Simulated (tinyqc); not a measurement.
p-type polysilicon, carrier trapping at grain boundaries: effect of the temperature.

One-dimensional grains of size Lg, uniform ionised doping N, monovalent traps Qt at each boundary at a depth Et below (for electrons) or above (for holes) the band edge there, abrupt depletion of width W on each side of a boundary, Boltzmann statistics. xi is the distance from the band edge at the grain centre to the Fermi level. Trapped charge Qt/(1 + exp((xi + VB - Et)/Vt)) = 2 N W, barrier VB = q N W^2/(2 eps0 eps_r).

NB is given at 300 K and scales as (T/300 K)^1.5. If the trap equation with xi = Vt ln(NB/N) has a root W < Lg/2, the grain is partly depleted; otherwise W = Lg/2 and the trap equation gives xi = Et - VB + Vt ln(Qt/(N Lg) - 1). N* = Qt/Lg. n0 = NB exp(-xi/Vt); mean density n0 (1 - 2 W/Lg) by charge balance in a partly depleted grain, and n0 (sqrt(pi)/2) erf(u)/u with u = sqrt(VB/Vt) in a fully depleted one; v = sqrt(kB T/(2 pi ms m0)); barrier resistivity Vt exp(VB/Vt)/(q fe n0 v Lg); grain resistivity (1 - 2 W/Lg)/(q n0 mug); effective mobility 1/(q mean density total resistivity). Rows with xi above 0.45 V, towards mid-gap, are left out, since the other carrier type is ignored.

Values chosen for this exercise; values of the order met in polycrystalline silicon:
- eps_r = 11.7 (relative permittivity)
- NB = 2.65e19 cm^-3 (valence-band density of states at the reference temperature)
- Lg = 200 nm (grain size)
- Qt = 6.3e11 cm^-2 (trap density of a grain boundary)
- Et = 0.4 eV (depth of the trap level from the majority band edge at the boundary)
- ms = 0.26 m0 (mass for thermionic emission)
- fe = 1 (correction factor of the emission rate)
- mug = 150 cm^2/(V s) (mobility inside the grains)
- N = 1.4e17 cm^-3 (doping)

Constants: q = 1.602176634e-19 C, kB = 1.380649e-23 J/K, m0 = 9.1093837015e-31 kg, Vt = kB T/q, eps0 = 8.8541878128e-14 F/cm where lengths are in cm. Results are converted to the units shown.

The same in every row: N/N* = 4.444.

Effect of the temperature:
```
T (K)  depleted share 2 W/Lg   VB (V)   xi (V)  mean density (cm^-3)  resistivity (ohm cm)  effective mobility (cm^2/(V s))
200                   0.2250  0.05481  0.07988              1.085e17                0.4448                            129.3
240                   0.2250  0.05481   0.1015              1.085e17                0.3686                            156.1
280                   0.2250  0.05480   0.1240              1.085e17                0.3326                            173.0
320                   0.2248  0.05472   0.1473              1.085e17                0.3125                            184.1
360                   0.2242  0.05441   0.1711              1.086e17                0.2997                            191.7
400                   0.2222  0.05346   0.1956              1.089e17                0.2906                            197.2
440                   0.2176  0.05126   0.2206              1.095e17                0.2837                            200.9
```

What does the table show?

As T goes from 200 to 440, VB falls from 0.0548 to 0.0513 V, the resistivity falls from 0.445 to 0.284 ohm cm and the effective mobility rises from 129 to 201 cm^2/(V s). The activation energy kB ln(rho1/rho2)/(1/T1 - 1/T2) is 0.0194 eV between the first two rows and 0.00922 eV between the last two; mug is held fixed. For T = 240, 280, 320, 360, 400, 440 the effective mobility exceeds mug, since drift through the depleted part of the grain is left out.

Program tinyqc, `OMP_NUM_THREADS=1 python tinyqc.py 2830135 2830136 out.jsonl`; Intel Xeon 2.30GHz, shared host, one thread, about 0.01 s.
